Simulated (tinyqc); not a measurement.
# From one set of inputs to another, one input at a time

Model: rapid thermal processing of a wafer: radiative balance, ramp and cooling, pattern effects, pyrometer error and spike budget. Computed by tinyqc, a small Python program. Command: `OMP_NUM_THREADS=1 python tinyqc.py 3112140 3112141 out.jsonl rtp ladder`. One thread of a shared host (Intel(R) Xeon(R) Processor @ 2.30GHz), about 0.1 s of CPU time with the checks.

The wafer is opaque and uniform through its thickness unless said otherwise; temperatures in formulas are in kelvin (C + 273.15). sigma = 5.670374419e-12 W/(cm^2 K^4).

The inputs printed are set A. Inputs not listed in the table keep their values of set A, so the rows need not describe a real material.

Inputs (values chosen for the exercise, modelled on a hot silicon wafer):
```
quantity                                              value         unit
wafer thickness d                                       525   micrometre
heat capacity per volume C                             2.07   J/(cm^3 K)
thermal conductivity k                                 0.28     W/(cm K)
emissivity eps of each face                             0.7            -
reflectivity of the chamber walls r                    0.11            -
gas heat-transfer coefficient h, both faces together   0.92  mW/(cm^2 K)
wall temperature T_w                                    350            K
process temperature                                    1120            C
starting temperature                                    550            C
ramp rate                                               250          K/s
pyrometer wavelength                                    0.9   micrometre
error of the assumed emissivity                         7.6            %
activation energy of the process E_a                   1.24           eV
```

Constants: k_B = 8.617333262e-05 eV/K; h = 6.62607015e-34 J s; c = 299792458 m/s; k_B = 1.380649e-23 J/K.

Method:
- Effective emissivity between parallel grey plates: eps_eff = 1/(1/eps + 1/(1 - r) - 1). Loss per area q(T) = 2 eps_eff sigma (T^4 - T_w^4) + h (T - T_w).
- Absorbed power during a ramp = q(T) + C d x ramp rate; thermal time constant tau = C d/(dq/dT), dq/dT = 8 eps_eff sigma T^3 + h; natural cooling rate q/(C d); front-to-back difference under one-sided heating at the end of the ramp = (absorbed power) d/(2 k).
- Cooling with the lamps off: C d dT/dt = -q(T), integrated adaptively (relative tolerance 1e-10).
- Spike anneal: linear ramp to the peak, then lamps off. Equivalent time at the peak = int exp(-(E_a/k_B)(1/T - 1/T_peak)) dt; estimate (k_B T^2/E_a)(1/ramp rate + 1/cooling rate). The ramp part uses 4000 trapezoid steps, the cooling part 4000 steps over 4 tau.
- Time within 50 K of the peak from the same curves.
- Signal proportional to eps/(exp(c2/(lambda T)) - 1), c2 = h c/k_B. If the assumed emissivity is too high by the given error, the reading T' solves (1 + error)/(exp(c2/(lambda T')) - 1) = 1/(exp(c2/(lambda T)) - 1). Wien estimate: T' - T = -lambda T^2 ln(1 + error)/c2. Process rates go as exp(-E_a/(k_B T)).

Each row keeps all changes above it:
```
input moved                                                         from    to  time constant tau (s)  equivalent time, total (s)  reading less true temperature (K)
set A                                                                  -     -                 1.3594                      1.0750                            -8.8366
thermal conductivity k (W/(cm K))                                   0.28  0.24                 1.3594                      1.0750                            -8.8366
ramp rate (K/s)                                                      250    62                 1.3594                      2.4613                            -8.8366
reflectivity of the chamber walls r                                 0.11  0.55                 2.3028                      2.8668                            -8.8366
pyrometer wavelength (micrometre)                                    0.9  0.95                 2.3028                      2.8668                            -9.3242
gas heat-transfer coefficient h, both faces together (mW/(cm^2 K))  0.92   1.7                 2.2654                      2.8074                            -9.3242
error of the assumed emissivity (%)                                  7.6   7.2                 2.2654                      2.8074                            -8.8531
emissivity eps of each face                                          0.7  0.58                 2.5081                      2.8999                            -8.8531
```

Which inputs carry the difference?

Time constant tau goes from 1.36 to 2.51, a factor 1.84 in all. The largest single move comes from reflectivity of the chamber walls r (a factor 1.69). Equivalent time, total goes from 1.07 to 2.90, a factor 2.70 in all. The largest single move comes from ramp rate (a factor 2.29). Reading less true temperature goes from -8.84 to -8.85, -0.0165 in all. The largest single move comes from pyrometer wavelength (-0.488), and error of the assumed emissivity works against it (+0.471). The single moves hold for this order of the switches; the total does not depend on the order.

Extremes, crossings and ranges named in words are read from the listed rows.
